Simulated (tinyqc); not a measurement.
Resistance of a circular point contact between the ballistic and the diffusive limit: one step of the calculation.

Two half-spaces of a free-electron metal (one valley, spin 2) meet through a circular opening of radius a in an insulating sheet.

Question. Resistances. kF = (3 pi^2 n)^(1/3), resistivity rho = hbar kF/(n q^2 l). Maxwell: RM = rho/(2 a); Sharvin: RS = 4 rho l/(3 pi a^2); interpolation R = RS + gamma RM, gamma = (1 + 0.83 K)/(1 + 1.33 K), K = l/a.

Values chosen for this exercise:
- l = 19 nm (mean free path)
- a = 4.5 nm (radius of the opening)

rho = 5.6258248 uohm cm

Find: RM; RS; gamma; R.

Answer.

RM = 6.251 ohm
RS = 22.40 ohm
gamma = 0.6809
R = 26.66 ohm

The Sharvin term makes up 84.0 % of R; it equals (h/2q^2) over the number of modes.

tinyqc, about 0.01 s, one thread, Intel Xeon 2.30GHz (shared host): `OMP_NUM_THREADS=1 python tinyqc.py 2760158 2760159 out.jsonl`
